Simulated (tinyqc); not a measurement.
Round nanowire with a gate all round, subbands and threshold shift from confinement: two steps of the calculation.

Undoped body with a flat potential across it, hard walls, transport along x. Three valley pairs (g = 2 each) with the longitudinal mass along x, y or z. Non-parabolicity enters the subband edges through E (1 + al E) = gamma, so E = 2 gamma/(1 + sqrt(1 + 4 al gamma)); motion within a subband is taken as parabolic with the band-edge mass. Energies are counted from the bulk band edge.

Parameters, values chosen for the exercise; masses close to those of silicon:
- T = 200 K (temperature)
- ml = 0.899 m0 (longitudinal mass)
- mt = 0.188 m0 (transverse mass)
- al = 0.5 1/eV (non-parabolicity)
- t = 2.7 nm (diameter)
- dl = 0.2 nm (widening of the box by penetration into the insulator)

Constants: q = 1.602176634e-19 C, kB = 1.380649e-23 J/K, hbar = 1.054571817e-34 J s, m0 = 9.1093837015e-31 kg, Vt = kB T/q, hbar^2/(2 m0) = 0.0380998212 eV nm^2. Results are converted to the units shown.

Question 1. Lowest subbands. gamma = C (2 z/(t + dl))^2 (1/my + 1/mz)/2, z the zeros of the Bessel functions J_l (2.404826, 3.831706, 5.135622, 5.520078, ...), twofold for l > 0; the mean inverse mass is an approximation for anisotropic valleys, C = hbar^2/(2 m0). List the 6 lowest, labelled by valley axis and quantum numbers, with degeneracy g and N_k: N_k = g sqrt(2 mx m0 kB T/(pi hbar^2)).

Wanted: E_k; g; N_k.

Answer 1.

```
subband  E_k (eV)  g  N_k (cm^-1)
y0,1       0.2938  2      3.291e6
z0,1       0.2938  2      3.291e6
x0,1       0.4543  2      7.196e6
y1,1       0.6466  4      6.581e6
z1,1       0.6466  4      6.581e6
x1,1       0.9571  4      1.439e7
```

Question 2. Threshold shift. Each subband has N_k = g sqrt(2 mx m0 kB T/(pi hbar^2)); without degeneracy n = exp(EF/Vt) sum N_k exp(-E_k/Vt). Classical value Nc times pi t^2/4, Nc = sum over valleys of 2 g (m m0 kB T/(2 pi hbar^2))^1.5 with m = (mx my mz)^(1/3). Threshold shift dVT = Vt ln(classical value/sum N_k exp(-E_k/Vt)). Use the subbands listed.

```
subband    E_k (eV)  N_k (cm^-1)
y0,1     0.29383524  3.2905914e6
z0,1     0.29383524  3.2905914e6
x0,1     0.45426103  7.1957303e6
y1,1     0.64655128  6.5811828e6
z1,1     0.64655128  6.5811828e6
x1,1     0.95713347  1.4391461e7
```

Give: shares; sum N_k exp(-E_k/Vt); Nc; classical value; dVT.

Answer 2.

shares, subband y0,1 to x1,1 (%): 49.995  49.995  0.010  0.000  0.000  0.000
sum N_k exp(-E_k/Vt) = 0.25943 cm^-1
Nc = 1.4609e19 cm^-3
classical value = 8.3645e5 cm^-1
dVT = 258.28 mV

Range of the model: For the strongly anisotropic y and z valleys the mean inverse mass serves only for l = 0; pairs with l > 0 really split widely.

tinyqc, about 0.3 s, one thread, Intel Xeon 2.30GHz (shared host): `OMP_NUM_THREADS=1 python tinyqc.py 2350103 2350104 out.jsonl`
